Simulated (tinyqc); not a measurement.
Charge stability of a double quantum dot, constant-interaction model with a charge sensor: two steps of the calculation.

Capacitance matrix C = [[C1, -Cm], [-Cm, C2]], C1 = G1 + X1 + Cm + L1, C2 = G2 + X2 + Cm + L2. Gate charges n1 = (G1 V1 + X1 V2)/q, n2 = (X2 V1 + G2 V2)/q. The state (N1, N2) has U = (1/2) d^T E d with d = (N1 - n1, N2 - n2) and E = q^2 C^(-1). Leads at 0 V; no tunnel coupling, spin or level spacing. The sensor reads s1 <N1> + s2 <N2>.

Inputs (values chosen for the exercise):
```
symbol,value,unit,meaning
G1,1.8,aF,gate 1 to dot 1
G2,1.4,aF,gate 2 to dot 2
X1,0.32,aF,gate 2 to dot 1
X2,0.14,aF,gate 1 to dot 2
s1,0.7,,sensor weight of dot 1
s2,0.32,,sensor weight of dot 2
T,2.8,K,temperature
```

Constants: q = 1.602176634e-19 C, kB = 1.380649e-23 J/K, Vt = kB T/q. Results are converted to the units shown.

Question 1. Energies and occupation of the charge states. U for N1, N2 = 0, 1, 2; p is proportional to exp(-U/kB T), normalised over these nine states.

E (meV):
```
           1          2
1  20.340516   2.374284
2   2.374284  19.557247
```

gate charges: n1 1.6554479, n2 0.7733230

Wanted: U; p; mean charges; sensor signal.

Answer 1.

```
state  U (meV)      p
(0,0)    36.76  0.000
(0,1)    27.48  0.000
(0,2)    37.76  0.000
(1,0)    11.42  0.000
(1,1)     4.52  0.000
(1,2)    17.17  0.000
(2,0)     6.42  0.000
(2,1)     1.90  1.000
(2,2)    16.93  0.000
```

mean charges: <N1> 2.000, <N2> 1.000
sensor signal = 1.720

The ground state is (2,1), 2.62 meV (10.9 kB T) below (1,1).

Question 2. Triple points. The states (0,0), (1,0), (0,1) meet where E n = (EC1/2, EC2/2), and (1,1), (1,0), (0,1) where E n = (EC1/2 + ECm, EC2/2 + ECm); the gate voltages follow from n.

E (meV):
```
           1          2
1  20.340516   2.374284
2   2.374284  19.557247
```

Wanted: gate charges; gate voltages; distance between the points.

Answer 2.

gate charges:
```
                     n1       n2
electron point  0.44798  0.44561
hole point      0.55202  0.55439
```

gate voltages (mV):
```
                    V1      V2
electron point  31.367  47.860
hole point      38.541  59.591
```

distance between the points = 13.751 mV

The line between the two points is the (1,0)-(0,1) transition, where an electron moves from dot to dot.

tinyqc, about 0.01 s, one thread, Intel Xeon 2.30GHz (shared host): `OMP_NUM_THREADS=1 python tinyqc.py 2470006 2470007 out.jsonl`
